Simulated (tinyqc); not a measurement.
Hubbard ring of 5 sites, step by step. Computed by tinyqc, a small Python program that keeps every step. Settings: hopping = 0.62, U = 6.4, mixing = 1, iteration cap = 77. Command: `OMP_NUM_THREADS=1 python tinyqc.py 22978 22979 out.jsonl` (the two numbers bound the seeds that draw the settings). One thread of a shared host (Intel(R) Xeon(R) Processor @ 2.60GHz), about 0.2 s of CPU time with the checks. Later iterations appear only in the table of the cycle.

## Mean-field iteration 1

one-body matrix (hopping and site energies) (eV):
```
         1        2        3        4        5
1   0.1000  -0.6200   0.0000   0.0000  -0.6200
2  -0.6200  -0.4600  -0.6200   0.0000   0.0000
3   0.0000  -0.6200   0.2400  -0.6200   0.0000
4   0.0000   0.0000  -0.6200   0.9500  -0.6200
5  -0.6200   0.0000   0.0000  -0.6200   0.5000
```

U = 6.4000 eV

electrons, up and down: 3  2

mixing = 1

n(up) at the start (a guess, not normalised): 1 0.6000, 2 0.6000, 3 0.6000, 4 0.6000, 5 0.6000

n(down) at the start (a guess): 1 0.4000, 2 0.4000, 3 0.4000, 4 0.4000, 5 0.4000

H(up) = T + U n(down), H(down) = T + U n(up); fill the lowest levels; n(new) = n + mixing (n(out) - n); E = tr T (rho up + rho down) + U sum n_up n_down of the output.

levels, up (eV): 1.3691  2.3838  2.5583  3.6055  4.2133

levels, down (eV): 2.6491  3.6638  3.8383  4.8855  5.4933

energy = 5.7624 eV

n(up) after iteration 1: 1 0.6270, 2 0.8058, 3 0.6425, 4 0.3856, 5 0.5390

n(down) after iteration 1: 1 0.5094, 2 0.6890, 3 0.2879, 4 0.0562, 5 0.4575

## Mean-field iteration 2

As before.

levels, up (eV): 0.8089  2.1849  2.6976  3.8816  4.5570

levels, down (eV): 2.6881  3.5796  3.9121  4.9098  5.4404

energy = 8.0894 eV

n(up) after iteration 2: 1 0.6026, 2 0.2025, 3 0.9046, 4 0.9421, 5 0.3482

n(down) after iteration 2: 1 0.5986, 2 0.1254, 3 0.1482, 4 0.7777, 5 0.3501

## Mean-field iteration 3

As before.

levels, up (eV): -0.0791  1.4165  2.4080  4.2592  6.1253

levels, down (eV): 0.6403  2.4270  4.2796  5.8187  7.3644

energy = 9.4709 eV

n(up) after iteration 3: 1 0.1464, 2 0.9761, 3 0.9821, 4 0.0420, 5 0.8533

n(down) after iteration 3: 1 0.1431, 2 0.9614, 3 0.0130, 4 0.0163, 5 0.8662

## Convergence

Each step fills the lowest levels of T + U n(other spin) and sets n(new) = n + mixing (n(out) - n); stop when output and input agree to 1e-8.

Course of the cycle:
```
iteration     E (eV)  largest |n(out) - n(in)|  mean |n_up - n_down|
1           5.762423                  3.44e-01                0.2000
2           8.089390                  7.22e-01                0.2008
3           9.470879                  9.00e-01                0.2052
4          13.384393                  9.56e-01                0.2001
5          11.860851                  9.69e-01                0.2000
6          13.712280                  9.72e-01                0.2000
7          11.882843                  9.73e-01                0.2000
8          13.713912                  9.73e-01                0.2000
9          11.882942                  9.73e-01                0.2000
10         13.713920                  9.73e-01                0.2000
11         11.882942                  9.73e-01                0.2000
...              ...                       ...                   ...
67         11.882942                  9.73e-01                0.2000
68         13.713920                  9.73e-01                0.2000
69         11.882942                  9.73e-01                0.2000
70         13.713920                  9.73e-01                0.2000
71         11.882942                  9.73e-01                0.2000
72         13.713920                  9.73e-01                0.2000
73         11.882942                  9.73e-01                0.2000
74         13.713920                  9.73e-01                0.2000
75         11.882942                  9.73e-01                0.2000
76         13.713920                  9.73e-01                0.2000
77         11.882942                  9.73e-01                0.2000
```

Not converged within 77 iterations: the residual has stopped falling: the iteration swings between two states. The lowest mean-field energy found from random starts is 0.84627 eV. Reruns (cap 100 unless said): mixing 0.2: converged in 93 to a higher stationary point (E = 0.84703); mixing 0.5: converged in 36 to a higher stationary point (E = 0.84703); mixing 0.9: not converged; the original settings with a cap of 400: not converged.

## Exact diagonalisation (100 states)

Lowest levels of the sector, and the double occupancy of the lowest state.

lowest levels (eV): 0.5992  0.5998  0.8585  0.9047  0.9068  1.1169

double occupancy per site = 0.0218

## The lowest level by Lanczos steps

From a random start vector (not printed): a_j = <q_j|H|q_j>, b_j = norm of the remainder after orthogonalising; the Ritz value is the lowest eigenvalue of the tridiagonal matrix of a and b so far.

Lanczos:
```
j   a_j (eV)  b_j (eV)  lowest Ritz value (eV)
1     7.5738    4.7058                7.573795
2     8.2053    5.2291                3.173187
3     8.4631    2.8500                1.085794
4    11.2514    3.5411                0.878133
5     9.2557    3.7798                0.841562
6     6.9494    5.0746                0.824194
7     8.9377    3.7331                0.774275
8     9.4992    3.2667                0.689654
9    10.1978    3.8178                0.660132
10    9.0525    4.5470                0.651237
```
